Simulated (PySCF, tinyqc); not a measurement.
Inside a calculation. Method: RHF in the sto-3g basis, for BeH+, spin multiplicity 1. The lowest restricted solution is unstable here: a spin-polarised one lies 0.0281 hartree lower (PySCF). Computed by tinyqc, a small Python program that keeps every step (integrals from PySCF). Settings: charge = 1, multiplicity = 1, basis = sto-3g, energy threshold = 1e-08, iteration cap = 61, orthogonalisation = symmetric, start = core, DIIS depth = 3, damping = 0.5, method = RHF. Command: `OMP_NUM_THREADS=1 python tinyqc.py 30347 30348 out.jsonl` (the two numbers bound the seeds that draw the settings). One thread of a shared host (Intel(R) Xeon(R) Processor @ 2.60GHz), about 0.07 s of CPU time with the checks. Later iterations appear only in the table of the cycle.

## One-electron integrals

Geometry (angstrom):
```
atom,x,y,z
Be,0.0000,0.0000,0.0000
H,0.0000,0.0000,2.0670
```

Basis sto-3g: exponents (1/bohr^2) and contraction coefficients of normalised primitives:
```
element,l (shell),exponent,coefficient
Be,s (1),30.1679,0.1543
Be,s (1),5.4951,0.5353
Be,s (1),1.4872,0.4446
Be,s (2),1.3148,-0.1000
Be,s (2),0.3055,0.3995
Be,s (2),0.0994,0.7001
Be,p (3),1.3148,0.1559
Be,p (3),0.3055,0.6077
Be,p (3),0.0994,0.3920
H,s (1),3.4253,0.1543
H,s (1),0.6239,0.5353
H,s (1),0.1689,0.4446
```

Overlap, kinetic and nuclear-attraction integrals over the contracted functions; the nuclear repulsion is the sum of Za Zb / Rab.

nuclear repulsion = 1.024049 hartree

overlap S:
```
,1Be 1s,1Be 2s,1Be 2px,1Be 2py,1Be 2pz,2H 1s
1Be 1s,1.0000,0.2595,0.0000,0.0000,0.0000,0.0137
1Be 2s,0.2595,1.0000,0.0000,0.0000,0.0000,0.2146
1Be 2px,0.0000,0.0000,1.0000,0.0000,0.0000,0.0000
1Be 2py,0.0000,0.0000,0.0000,1.0000,0.0000,0.0000
1Be 2pz,0.0000,0.0000,0.0000,0.0000,1.0000,0.2916
2H 1s,0.0137,0.2146,0.0000,0.0000,0.2916,1.0000
```

kinetic energy T (hartree):
```
,1Be 1s,1Be 2s,1Be 2px,1Be 2py,1Be 2pz,2H 1s
1Be 1s,6.6940,-0.0330,0.0000,0.0000,0.0000,-0.0050
1Be 2s,-0.0330,0.2111,0.0000,0.0000,0.0000,0.0032
1Be 2px,0.0000,0.0000,0.6606,0.0000,0.0000,0.0000
1Be 2py,0.0000,0.0000,0.0000,0.6606,0.0000,0.0000
1Be 2pz,0.0000,0.0000,0.0000,0.0000,0.6606,0.0353
2H 1s,-0.0050,0.0032,0.0000,0.0000,0.0353,0.7600
```

nuclear attraction V (hartree):
```
,1Be 1s,1Be 2s,1Be 2px,1Be 2py,1Be 2pz,2H 1s
1Be 1s,-14.8171,-1.9657,0.0000,0.0000,-0.0076,-0.1022
1Be 2s,-1.9657,-2.5675,0.0000,0.0000,-0.0789,-0.4584
1Be 2px,0.0000,0.0000,-2.5318,0.0000,0.0000,0.0000
1Be 2py,0.0000,0.0000,0.0000,-2.5318,0.0000,0.0000
1Be 2pz,-0.0076,-0.0789,0.0000,0.0000,-2.5826,-0.6064
2H 1s,-0.1022,-0.4584,0.0000,0.0000,-0.6064,-2.2504
```

core Hamiltonian H = T + V (hartree):
```
,1Be 1s,1Be 2s,1Be 2px,1Be 2py,1Be 2pz,2H 1s
1Be 1s,-8.1231,-1.9987,0.0000,0.0000,-0.0076,-0.1072
1Be 2s,-1.9987,-2.3564,0.0000,0.0000,-0.0789,-0.4552
1Be 2px,0.0000,0.0000,-1.8713,0.0000,0.0000,0.0000
1Be 2py,0.0000,0.0000,0.0000,-1.8713,0.0000,0.0000
1Be 2pz,-0.0076,-0.0789,0.0000,0.0000,-1.9220,-0.5711
2H 1s,-0.1072,-0.4552,0.0000,0.0000,-0.5711,-1.4904
```

## Two-electron integrals

Functions are numbered as in S; the eight-fold symmetry (ij|kl) = (ji|kl) = (kl|ij) leaves the list below.

Two-electron integrals (ij|kl) in chemists' order, unique and non-zero (hartree):
```
i,j,k,l,(ij|kl)
1,1,1,1,2.2988
2,1,1,1,0.3920
2,1,2,1,0.0795
2,2,1,1,0.5710
2,2,2,1,0.1430
2,2,2,2,0.4177
3,1,3,1,0.0146
3,2,3,1,0.0219
3,2,3,2,0.0923
3,3,1,1,0.5696
3,3,2,1,0.1431
3,3,2,2,0.4176
3,3,3,3,0.4499
4,1,4,1,0.0146
4,2,4,1,0.0219
4,2,4,2,0.0923
4,3,4,3,0.0242
4,4,1,1,0.5696
4,4,2,1,0.1431
4,4,2,2,0.4176
4,4,3,3,0.4014
4,4,4,4,0.4499
5,1,5,1,0.0146
5,2,5,1,0.0219
5,2,5,2,0.0923
5,3,5,3,0.0242
5,4,5,4,0.0242
5,5,1,1,0.5696
5,5,2,1,0.1431
5,5,2,2,0.4176
5,5,3,3,0.4014
5,5,4,4,0.4014
5,5,5,5,0.4499
6,1,1,1,0.0202
6,1,2,1,0.0041
6,1,2,2,0.0075
6,1,3,3,0.0074
6,1,4,4,0.0074
6,1,5,1,3.98e-04
6,1,5,2,0.0007
6,1,5,5,0.0076
6,1,6,1,2.25e-04
6,2,1,1,0.0802
6,2,2,1,0.0205
6,2,2,2,0.0699
6,2,3,3,0.0669
6,2,4,4,0.0669
6,2,5,1,0.0026
6,2,5,2,0.0188
6,2,5,5,0.0757
6,2,6,1,0.0012
6,2,6,2,0.0220
6,3,3,1,0.0014
6,3,3,2,0.0075
6,3,5,3,0.0029
6,3,6,3,0.0014
6,4,4,1,0.0014
6,4,4,2,0.0075
6,4,5,4,0.0029
6,4,6,4,0.0014
6,5,1,1,0.0997
6,5,2,1,0.0258
6,5,2,2,0.0907
6,5,3,3,0.0857
6,5,4,4,0.0857
6,5,5,1,0.0040
6,5,5,2,0.0286
6,5,5,5,0.1007
6,5,6,1,0.0015
6,5,6,2,0.0316
6,5,6,5,0.0459
6,6,1,1,0.2559
6,6,2,1,0.0664
6,6,2,2,0.2517
6,6,3,3,0.2367
6,6,4,4,0.2367
6,6,5,1,0.0075
6,6,5,2,0.0747
6,6,5,5,0.2811
6,6,6,1,0.0038
6,6,6,2,0.1117
6,6,6,5,0.1666
6,6,6,6,0.7746
```

## Orthogonalisation

S = U s U^T; symmetric (Loewdin) form X = U s^(-1/2) U^T, so that X^T S X = 1.

eigenvalues of S: 0.6016  0.8068  1.0000  1.0000  1.1814  1.4102

X:
```
,1Be 1s,1Be 2s,1Be 2px,1Be 2py,1Be 2pz,2H 1s
1Be 1s,1.0271,-0.1388,0.0000,0.0000,-0.0042,0.0166
1Be 2s,-0.1388,1.0472,0.0000,0.0000,0.0270,-0.1210
1Be 2px,0.0000,0.0000,1.0000,0.0000,0.0000,0.0000
1Be 2py,0.0000,0.0000,0.0000,1.0000,0.0000,0.0000
1Be 2pz,-0.0042,0.0270,0.0000,0.0000,1.0354,-0.1593
2H 1s,0.0166,-0.1210,0.0000,0.0000,-0.1593,1.0550
```

## Starting guess

The start is the orbitals of the core Hamiltonian; D = 2 C_occ C_occ^T.

D at the start:
```
,1Be 1s,1Be 2s,1Be 2px,1Be 2py,1Be 2pz,2H 1s
1Be 1s,2.1111,-0.4174,0.0000,0.0000,-0.2310,0.0200
1Be 2s,-0.4174,1.5618,0.0000,0.0000,0.9556,-0.0557
1Be 2px,0.0000,0.0000,0.0000,0.0000,0.0000,0.0000
1Be 2py,0.0000,0.0000,0.0000,0.0000,0.0000,0.0000
1Be 2pz,-0.2310,0.9556,0.0000,0.0000,0.5850,-0.0340
2H 1s,0.0200,-0.0557,0.0000,0.0000,-0.0340,0.0020
```

## Iteration 1: building the Fock matrix

J_ij = sum D_kl (ij|kl), K_ij = sum D_kl (ik|jl); F = H + J - 0.5 K; E = tr D H + tr D J / 2 - 0.25 tr D K + E_nn.

Coulomb J (hartree):
```
,1Be 1s,1Be 2s,1Be 2px,1Be 2py,1Be 2pz,2H 1s
1Be 1s,5.7363,1.0646,0.0000,0.0000,0.0346,0.0564
1Be 2s,1.0646,1.9694,0.0000,0.0000,0.1624,0.3359
1Be 2px,0.0000,0.0000,1.9574,0.0000,0.0000,0.0000
1Be 2py,0.0000,0.0000,0.0000,1.9574,0.0000,0.0000
1Be 2pz,0.0346,0.1624,0.0000,0.0000,1.9839,0.4362
2H 1s,0.0564,0.3359,0.0000,0.0000,0.4362,1.1596
```

exchange K (hartree):
```
,1Be 1s,1Be 2s,1Be 2px,1Be 2py,1Be 2pz,2H 1s
1Be 1s,4.6588,0.7923,0.0000,0.0000,0.0228,0.0470
1Be 2s,0.7923,0.7466,0.0000,0.0000,0.4401,0.2041
1Be 2px,0.0000,0.0000,0.1699,0.0000,0.0000,0.0000
1Be 2py,0.0000,0.0000,0.0000,0.1699,0.0000,0.0000
1Be 2pz,0.0228,0.4401,0.0000,0.0000,0.4100,0.1681
2H 1s,0.0470,0.2041,0.0000,0.0000,0.1681,0.0984
```

Fock matrix F (hartree):
```
,1Be 1s,1Be 2s,1Be 2px,1Be 2py,1Be 2pz,2H 1s
1Be 1s,-4.7163,-1.3303,0.0000,0.0000,0.0156,-0.0743
1Be 2s,-1.3303,-0.7602,0.0000,0.0000,-0.1366,-0.2214
1Be 2px,0.0000,0.0000,0.0012,0.0000,0.0000,0.0000
1Be 2py,0.0000,0.0000,0.0000,0.0012,0.0000,0.0000
1Be 2pz,0.0156,-0.1366,0.0000,0.0000,-0.1431,-0.2190
2H 1s,-0.0743,-0.2214,0.0000,0.0000,-0.2190,-0.3799
```

total energy of this density = -14.325336 hartree

This density is the starting one.

## Iteration 1: diagonalisation and new density

Diagonalise F' = X^T F X, C = X C', fill 2 alpha and 2 beta electrons from the bottom; D = 2 C_occ C_occ^T; the new density keeps 0.5 of the old one (damping). Each column has its largest component positive (the first on a tie).

F' = X^T F X (hartree):
```
,1,2,3,4,5,6
1,-4.6129,-0.6697,0.0000,0.0000,0.0269,0.0169
2,-0.6697,-0.4963,0.0000,0.0000,-0.1108,-0.1128
3,0.0000,0.0000,0.0012,0.0000,0.0000,0.0000
4,0.0000,0.0000,0.0000,0.0012,0.0000,0.0000
5,0.0269,-0.1108,0.0000,0.0000,-0.0971,-0.1478
6,0.0169,-0.1128,0.0000,0.0000,-0.1478,-0.3114
```

orbital energies (hartree): MO1 -4.7191, MO2 -0.5441, MO3 -0.2407, MO4 -0.0139, MO5 0.0012, MO6 0.0012

coefficients C:
```
,MO1,MO2,MO3,MO4,MO5,MO6
1Be 1s,0.9927,-0.2041,-0.2144,0.0378,0.0000,0.0000
1Be 2s,0.0268,0.6935,0.8007,-0.0921,0.0000,0.0000
1Be 2px,0.0000,0.0000,0.0000,0.0000,0.0763,0.9971
1Be 2py,0.0000,0.0000,0.0000,0.0000,0.9971,-0.0763
1Be 2pz,-0.0020,0.3155,-0.0634,0.9973,0.0000,0.0000
2H 1s,-0.0021,0.4747,-0.7989,-0.5383,0.0000,0.0000
```

D after iteration 1:
```
,1Be 1s,1Be 2s,1Be 2px,1Be 2py,1Be 2pz,2H 1s
1Be 1s,2.0827,-0.3236,0.0000,0.0000,-0.1819,-0.0890
1Be 2s,-0.3236,1.2625,0.0000,0.0000,0.6965,0.3013
1Be 2px,0.0000,0.0000,0.0000,0.0000,0.0000,0.0000
1Be 2py,0.0000,0.0000,0.0000,0.0000,0.0000,0.0000
1Be 2pz,-0.1819,0.6965,0.0000,0.0000,0.3920,0.1328
2H 1s,-0.0890,0.3013,0.0000,0.0000,0.1328,0.2264
```

Within a degenerate level the vectors are fixed only up to a rotation; this is one choice.

## Iteration 2: building the Fock matrix

As before.

Coulomb J (hartree):
```
,1Be 1s,1Be 2s,1Be 2px,1Be 2py,1Be 2pz,2H 1s
1Be 1s,5.6074,1.0352,0.0000,0.0000,0.0294,0.0547
1Be 2s,1.0352,1.9095,0.0000,0.0000,0.1563,0.3436
1Be 2px,0.0000,0.0000,1.8936,0.0000,0.0000,0.0000
1Be 2py,0.0000,0.0000,0.0000,1.8936,0.0000,0.0000
1Be 2pz,0.0294,0.1563,0.0000,0.0000,1.9319,0.4522
2H 1s,0.0547,0.3436,0.0000,0.0000,0.4522,1.3056
```

exchange K (hartree):
```
,1Be 1s,1Be 2s,1Be 2px,1Be 2py,1Be 2pz,2H 1s
1Be 1s,4.6393,0.7968,0.0000,0.0000,0.0096,0.0435
1Be 2s,0.7968,0.6850,0.0000,0.0000,0.3766,0.2863
1Be 2px,0.0000,0.0000,0.1476,0.0000,0.0000,0.0000
1Be 2py,0.0000,0.0000,0.0000,0.1476,0.0000,0.0000
1Be 2pz,0.0096,0.3766,0.0000,0.0000,0.3628,0.2459
2H 1s,0.0435,0.2863,0.0000,0.0000,0.2459,0.3753
```

Fock matrix F (hartree):
```
,1Be 1s,1Be 2s,1Be 2px,1Be 2py,1Be 2pz,2H 1s
1Be 1s,-4.8354,-1.3619,0.0000,0.0000,0.0171,-0.0743
1Be 2s,-1.3619,-0.7894,0.0000,0.0000,-0.1109,-0.2548
1Be 2px,0.0000,0.0000,-0.0515,0.0000,0.0000,0.0000
1Be 2py,0.0000,0.0000,0.0000,-0.0515,0.0000,0.0000
1Be 2pz,0.0171,-0.1109,0.0000,0.0000,-0.1715,-0.2419
2H 1s,-0.0743,-0.2548,0.0000,0.0000,-0.2419,-0.3724
```

total energy of this density = -14.429572 hartree

This density is a damped mixture and is not idempotent.

## Iteration 2: DIIS over 2 matrices

error matrix X^T (FDS - SDF) X:
```
,1,2,3,4,5,6
1,0.0000,0.0675,0.0000,0.0000,-0.0890,-0.0497
2,-0.0675,0.0000,0.0000,0.0000,-0.1050,0.1631
3,0.0000,0.0000,0.0000,0.0000,0.0000,0.0000
4,0.0000,0.0000,0.0000,0.0000,0.0000,0.0000
5,0.0890,0.1050,0.0000,0.0000,0.0000,0.1258
6,0.0497,-0.1631,0.0000,0.0000,-0.1258,0.0000
```

B (overlaps of the stored error matrices):
```
,1,2
1,3.4870073e-01,2.1659903e-01
2,2.1659903e-01,1.3677078e-01
```

Minimise |sum c_i e_i|^2 with sum c_i = 1: solve [B -1; -1 0][c; lambda] = [0; -1] with B_ij = tr e_i^T e_j, and take F = sum c_i F_i.

DIIS coefficients: -1.5271  2.5271

extrapolated F (hartree):
```
,1Be 1s,1Be 2s,1Be 2px,1Be 2py,1Be 2pz,2H 1s
1Be 1s,-5.0172,-1.4102,0.0000,0.0000,0.0194,-0.0742
1Be 2s,-1.4102,-0.8339,0.0000,0.0000,-0.0717,-0.3058
1Be 2px,0.0000,0.0000,-0.1320,0.0000,0.0000,0.0000
1Be 2py,0.0000,0.0000,0.0000,-0.1320,0.0000,0.0000
1Be 2pz,0.0194,-0.0717,0.0000,0.0000,-0.2149,-0.2769
2H 1s,-0.0742,-0.3058,0.0000,0.0000,-0.2769,-0.3609
```

## Iteration 2: diagonalisation and new density

As before.

F' = X^T F X (hartree):
```
,1,2,3,4,5,6
1,-4.9086,-0.7069,0.0000,0.0000,0.0182,0.0348
2,-0.7069,-0.5340,0.0000,0.0000,-0.0224,-0.2158
3,0.0000,0.0000,-0.1320,0.0000,0.0000,0.0000
4,0.0000,0.0000,0.0000,-0.1320,0.0000,0.0000
5,0.0182,-0.0224,0.0000,0.0000,-0.1502,-0.2162
6,0.0348,-0.2158,0.0000,0.0000,-0.2162,-0.2494
```

orbital energies (hartree): MO1 -5.0201, MO2 -0.6195, MO3 -0.2582, MO4 -0.1320, MO5 -0.1320, MO6 0.0556

coefficients C:
```
,MO1,MO2,MO3,MO4,MO5,MO6
1Be 1s,0.9930,-0.2044,-0.1946,0.0000,0.0000,0.0940
1Be 2s,0.0258,0.6965,0.7017,0.0000,0.0000,-0.3911
1Be 2px,0.0000,0.0000,0.0000,0.1407,0.9900,0.0000
1Be 2py,0.0000,0.0000,0.0000,0.9900,-0.1407,0.0000
1Be 2pz,-0.0030,0.2541,-0.6008,0.0000,0.0000,-0.8201
2H 1s,-0.0023,0.5080,-0.3974,0.0000,0.0000,0.8587
```

D after iteration 2:
```
,1Be 1s,1Be 2s,1Be 2px,1Be 2py,1Be 2pz,2H 1s
1Be 1s,2.0692,-0.2785,0.0000,0.0000,-0.1459,-0.1506
1Be 2s,-0.2785,1.1171,0.0000,0.0000,0.5252,0.5045
1Be 2px,0.0000,0.0000,0.0000,0.0000,0.0000,0.0000
1Be 2py,0.0000,0.0000,0.0000,0.0000,0.0000,0.0000
1Be 2pz,-0.1459,0.5252,0.0000,0.0000,0.2606,0.1955
2H 1s,-0.1506,0.5045,0.0000,0.0000,0.1955,0.3713
```

Within a degenerate level the vectors are fixed only up to a rotation; this is one choice.

## Iteration 3: building the Fock matrix

As before.

Coulomb J (hartree):
```
,1Be 1s,1Be 2s,1Be 2px,1Be 2py,1Be 2pz,2H 1s
1Be 1s,5.5335,1.0182,0.0000,0.0000,0.0256,0.0537
1Be 2s,1.0182,1.8744,0.0000,0.0000,0.1482,0.3470
1Be 2px,0.0000,0.0000,1.8566,0.0000,0.0000,0.0000
1Be 2py,0.0000,0.0000,0.0000,1.8566,0.0000,0.0000
1Be 2pz,0.0256,0.1482,0.0000,0.0000,1.9004,0.4597
2H 1s,0.0537,0.3470,0.0000,0.0000,0.4597,1.3876
```

exchange K (hartree):
```
,1Be 1s,1Be 2s,1Be 2px,1Be 2py,1Be 2pz,2H 1s
1Be 1s,4.6293,0.7981,0.0000,0.0000,0.0025,0.0414
1Be 2s,0.7981,0.6554,0.0000,0.0000,0.3268,0.3300
1Be 2px,0.0000,0.0000,0.1362,0.0000,0.0000,0.0000
1Be 2py,0.0000,0.0000,0.0000,0.1362,0.0000,0.0000
1Be 2pz,0.0025,0.3268,0.0000,0.0000,0.3224,0.2783
2H 1s,0.0414,0.3300,0.0000,0.0000,0.2783,0.5334
```

Fock matrix F (hartree):
```
,1Be 1s,1Be 2s,1Be 2px,1Be 2py,1Be 2pz,2H 1s
1Be 1s,-4.9043,-1.3795,0.0000,0.0000,0.0168,-0.0742
1Be 2s,-1.3795,-0.8097,0.0000,0.0000,-0.0941,-0.2733
1Be 2px,0.0000,0.0000,-0.0827,0.0000,0.0000,0.0000
1Be 2py,0.0000,0.0000,0.0000,-0.0827,0.0000,0.0000
1Be 2pz,0.0168,-0.0941,0.0000,0.0000,-0.1828,-0.2505
2H 1s,-0.0742,-0.2733,0.0000,0.0000,-0.2505,-0.3695
```

total energy of this density = -14.494297 hartree

This density is a damped mixture and is not idempotent.

## Iteration 3: DIIS over 3 matrices

error matrix X^T (FDS - SDF) X:
```
,1,2,3,4,5,6
1,0.0000,0.0331,0.0000,0.0000,-0.0410,-0.0270
2,-0.0331,0.0000,0.0000,0.0000,-0.0583,0.0882
3,0.0000,0.0000,0.0000,0.0000,0.0000,0.0000
4,0.0000,0.0000,0.0000,0.0000,0.0000,0.0000
5,0.0410,0.0583,0.0000,0.0000,0.0000,0.0691
6,0.0270,-0.0882,0.0000,0.0000,-0.0691,0.0000
```

B (overlaps of the stored error matrices):
```
,1,2,3
1,3.4870073e-01,2.1659903e-01,1.1465701e-01
2,2.1659903e-01,1.3677078e-01,7.2858680e-02
3,1.1465701e-01,7.2858680e-02,3.8933287e-02
```

As before.

DIIS coefficients: 0.3034  -1.8196  2.5162

extrapolated F (hartree):
```
,1Be 1s,1Be 2s,1Be 2px,1Be 2py,1Be 2pz,2H 1s
1Be 1s,-4.9727,-1.3967,0.0000,0.0000,0.0158,-0.0741
1Be 2s,-1.3967,-0.8316,0.0000,0.0000,-0.0764,-0.2912
1Be 2px,0.0000,0.0000,-0.1141,0.0000,0.0000,0.0000
1Be 2py,0.0000,0.0000,0.0000,-0.1141,0.0000,0.0000
1Be 2pz,0.0158,-0.0764,0.0000,0.0000,-0.1913,-0.2567
2H 1s,-0.0741,-0.2912,0.0000,0.0000,-0.2567,-0.3675
```

## Iteration 3: diagonalisation and new density

As before.

F' = X^T F X (hartree):
```
,1,2,3,4,5,6
1,-4.8655,-0.6985,0.0000,0.0000,0.0159,0.0321
2,-0.6985,-0.5388,0.0000,0.0000,-0.0315,-0.1971
3,0.0000,0.0000,-0.1141,0.0000,0.0000,0.0000
4,0.0000,0.0000,0.0000,-0.1141,0.0000,0.0000
5,0.0159,-0.0315,0.0000,0.0000,-0.1321,-0.1950
6,0.0321,-0.1971,0.0000,0.0000,-0.1950,-0.2668
```

orbital energies (hartree): MO1 -4.9755, MO2 -0.6066, MO3 -0.2486, MO4 -0.1141, MO5 -0.1141, MO6 0.0275

coefficients C:
```
,MO1,MO2,MO3,MO4,MO5,MO6
1Be 1s,0.9931,-0.2090,-0.1959,0.0000,0.0000,-0.0794
1Be 2s,0.0257,0.7129,0.7138,0.0000,0.0000,0.3359
1Be 2px,0.0000,0.0000,0.0000,-0.6500,0.7599,0.0000
1Be 2py,0.0000,0.0000,0.0000,0.7599,0.6500,0.0000
1Be 2pz,-0.0023,0.2353,-0.5370,0.0000,0.0000,0.8685
2H 1s,-0.0024,0.5010,-0.4800,0.0000,0.0000,-0.8197
```

D after iteration 3:
```
,1Be 1s,1Be 2s,1Be 2px,1Be 2py,1Be 2pz,2H 1s
1Be 1s,2.0645,-0.2627,0.0000,0.0000,-0.1244,-0.1824
1Be 2s,-0.2627,1.0674,0.0000,0.0000,0.4303,0.6093
1Be 2px,0.0000,0.0000,0.0000,0.0000,0.0000,0.0000
1Be 2py,0.0000,0.0000,0.0000,0.0000,0.0000,0.0000
1Be 2pz,-0.1244,0.4303,0.0000,0.0000,0.1857,0.2156
2H 1s,-0.1824,0.6093,0.0000,0.0000,0.2156,0.4366
```

Within a degenerate level the vectors are fixed only up to a rotation; this is one choice.

## Iteration 26 (converged): orbitals

converged F (hartree):
```
,1Be 1s,1Be 2s,1Be 2px,1Be 2py,1Be 2pz,2H 1s
1Be 1s,-4.9677,-1.3952,0.0000,0.0000,0.0148,-0.0739
1Be 2s,-1.3952,-0.8348,0.0000,0.0000,-0.0766,-0.2930
1Be 2px,0.0000,0.0000,-0.1122,0.0000,0.0000,0.0000
1Be 2py,0.0000,0.0000,0.0000,-0.1122,0.0000,0.0000
1Be 2pz,0.0148,-0.0766,0.0000,0.0000,-0.1865,-0.2554
2H 1s,-0.0739,-0.2930,0.0000,0.0000,-0.2554,-0.3725
```

Diagonalise F' = X^T F X, C = X C', fill 2 alpha and 2 beta electrons from the bottom; D = 2 C_occ C_occ^T. Each column has its largest component positive (the first on a tie).

F' = X^T F X (hartree):
```
,1,2,3,4,5,6
1,-4.8607,-0.6971,0.0000,0.0000,0.0148,0.0325
2,-0.6971,-0.5422,0.0000,0.0000,-0.0315,-0.1979
3,0.0000,0.0000,-0.1122,0.0000,0.0000,0.0000
4,0.0000,0.0000,0.0000,-0.1122,0.0000,0.0000
5,0.0148,-0.0315,0.0000,0.0000,-0.1275,-0.1936
6,0.0325,-0.1979,0.0000,0.0000,-0.1936,-0.2723
```

orbital energies (hartree): MO1 -4.9705, MO2 -0.6105, MO3 -0.2484, MO4 -0.1122, MO5 -0.1122, MO6 0.0266

coefficients C:
```
,MO1,MO2,MO3,MO4,MO5,MO6
1Be 1s,0.9931,-0.2096,-0.1958,0.0000,0.0000,-0.0780
1Be 2s,0.0257,0.7146,0.7148,0.0000,0.0000,0.3301
1Be 2px,0.0000,0.0000,0.0000,0.6951,0.7189,0.0000
1Be 2py,0.0000,0.0000,0.0000,0.7189,-0.6951,0.0000
1Be 2pz,-0.0020,0.2282,-0.5265,0.0000,0.0000,0.8768
2H 1s,-0.0025,0.5028,-0.4933,0.0000,0.0000,-0.8107
```

D after iteration 26:
```
,1Be 1s,1Be 2s,1Be 2px,1Be 2py,1Be 2pz,2H 1s
1Be 1s,2.0602,-0.2485,0.0000,0.0000,-0.0997,-0.2158
1Be 2s,-0.2485,1.0227,0.0000,0.0000,0.3261,0.7185
1Be 2px,0.0000,0.0000,0.0000,0.0000,0.0000,0.0000
1Be 2py,0.0000,0.0000,0.0000,0.0000,0.0000,0.0000
1Be 2pz,-0.0997,0.3261,0.0000,0.0000,0.1042,0.2295
2H 1s,-0.2158,0.7185,0.0000,0.0000,0.2295,0.5056
```

Within a degenerate level the vectors are fixed only up to a rotation; this is one choice.

## Convergence

Stop when the energy changes by less than 1e-08 hartree and every element of the error matrix X^T (F D S - S D F) X is below 3e-05.

Course of the cycle:
```
iteration,E (hartree),change,largest element of the error matrix
1,-14.325336,-,2.39e-01
2,-14.429572,-1.04e-01,1.63e-01
3,-14.494297,-6.47e-02,8.82e-02
4,-14.530396,-3.61e-02,4.71e-02
5,-14.549570,-1.92e-02,2.40e-02
6,-14.559520,-9.95e-03,1.22e-02
7,-14.564583,-5.06e-03,6.12e-03
8,-14.567136,-2.55e-03,3.07e-03
9,-14.568417,-1.28e-03,1.54e-03
10,-14.569059,-6.42e-04,7.69e-04
11,-14.569381,-3.21e-04,3.84e-04
12,-14.569541,-1.61e-04,1.92e-04
13,-14.569622,-8.04e-05,9.61e-05
14,-14.569662,-4.02e-05,4.81e-05
15,-14.569682,-2.01e-05,2.40e-05
16,-14.569692,-1.01e-05,1.20e-05
17,-14.569697,-5.03e-06,6.01e-06
18,-14.569700,-2.51e-06,3.00e-06
19,-14.569701,-1.26e-06,1.50e-06
20,-14.569701,-6.28e-07,7.51e-07
21,-14.569702,-3.14e-07,3.76e-07
22,-14.569702,-1.57e-07,1.88e-07
23,-14.569702,-7.85e-08,9.39e-08
24,-14.569702,-3.93e-08,4.69e-08
25,-14.569702,-1.96e-08,2.35e-08
26,-14.569702,-9.82e-09,1.17e-08
```

PySCF RHF in the same basis = -14.569702 hartree

Converged in 26 iterations.

## Populations, bond orders and dipole

Mulliken: Z minus the diagonal of D S on the atom; Loewdin: the same with S^(1/2) D S^(1/2); Mayer order: 2 sum_s sum (D(s) S)_ij (D(s) S)_ji over the two atoms.

Charges (e):
```
atom,Mulliken,Loewdin
1Be,0.7238,0.7357
2H,0.2762,0.2643
```

Mayer bond orders:
```
pair,order
2-1,0.9237
```

dipole moment about the origin, x y z (debye): 0.0000  0.0000  -0.1608
